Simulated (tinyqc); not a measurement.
Sharpness of the interface: valley splitting of a silicon quantum well in envelope theory.

The well lies at 0 < z < L; U(z) = V0 [1/(1 + exp(z/w)) + 1/(1 + exp((L - z)/w))] - e F z, 1 mV/nm = 1e-4 eV/angstrom. The envelope psi solves -(c/ml) psi'' + U psi = E psi, c = hbar^2/2m0, by three-point differences on a grid of 0.1 angstrom from -40 to L + 40 angstrom. The two valleys at +/- k0 couple through D = C0 times the integral of exp(-i q z) U(z) psi^2, q = 2 k0 (2 pi/a), and split by Ev = 2|D|.

Random alloy: with Y(z) = Yw + (Yb - Yw) B(z), B the bracket in U, and in-plane density exp(-r^2/ad^2)/(pi ad^2), D gains a random complex part of variance sigma^2 = (C0^2/pi)(a^2 V0/(8 ad (Yb - Yw)))^2 (4/a) times the integral of psi^4 Y (1 - Y). Alone it gives a mean splitting sqrt(pi) sigma; together with the smooth part the rms splitting is 2 sqrt(|D|^2 + sigma^2).

Constants: hbar^2/2m0 = 3.80998211 eV angstrom^2.

Values chosen for the exercise (near those of a strained Si well in SiGe; not measured data):
- L = 56 angstrom (well width)
- V0 = 0.16 eV (conduction offset)
- ml = 0.905 m0 (mass along z)
- F = 3 mV/nm (field pressing towards the upper interface)
- k0 = 0.85 2 pi/a (valley position)
- a = 5.431 angstrom (lattice constant)
- C0 = 0.252 (Bloch overlap factor)
- Yb = 0.26 (Ge share of the barrier)
- Yw = 0.02 (Ge share of the well)
- ad = 120 angstrom (dot radius)
- ws = (0.3, 0.5, 0.9, 1.4, 2, 2.6, 4.7) angstrom (interface widths)

The smooth part 2|D| and the disorder part against w, beside y/sinh(y) with y = pi q w. The 12 to 88 % width of the step is 4w.

Results:

| w (angstrom) | 4w (angstrom) | 2\|D\| (micro-eV) | y/sinh(y) | sqrt(pi) sigma (micro-eV) |
|---|---|---|---|---|
| 0.3 | 1.2 | 91.49 | 0.60 | 94.2 |
| 0.5 | 2.0 | 41.17 | 0.28 | 94.4 |
| 0.9 | 3.6 | 4.99 | 0.043 | 94.8 |
| 2.0 | 8.0 | 0.01 | 0.00011 | 97.0 |
| 2.6 | 10.4 | 0.00 | 3.4e-06 | 99.0 |
| 4.7 | 18.8 | 0.00 | 1.4e-11 | 110.7 |

Give the missing row, w (angstrom) = 1.4.

Computed row:
```
w (angstrom)  4w (angstrom)  2|D| (micro-eV)  y/sinh(y)  sqrt(pi) sigma (micro-eV)
1.4                     5.6             0.25     0.0030                       95.6
```

The smooth part needs a Fourier component of U psi^2 at a wavelength of 3.19 angstrom; from the first row to the third it falls by a factor 18.3, while y/sinh(y) falls by 13.9 (the envelope near the step and the phase between the two interfaces change too). The disorder part goes from 94.2 to 110.7 micro-eV, growing as the electron overlaps more alloy. It exceeds the smooth part in every row.

Computed by tinyqc, a small Python program: `OMP_NUM_THREADS=1 python tinyqc.py 1251262 1251263 out.jsonl` (the numbers bound the seed that draws the inputs); one thread of a shared host (Intel(R) Xeon(R) Processor @ 2.30GHz), about 0.1 s for the whole set of steps.
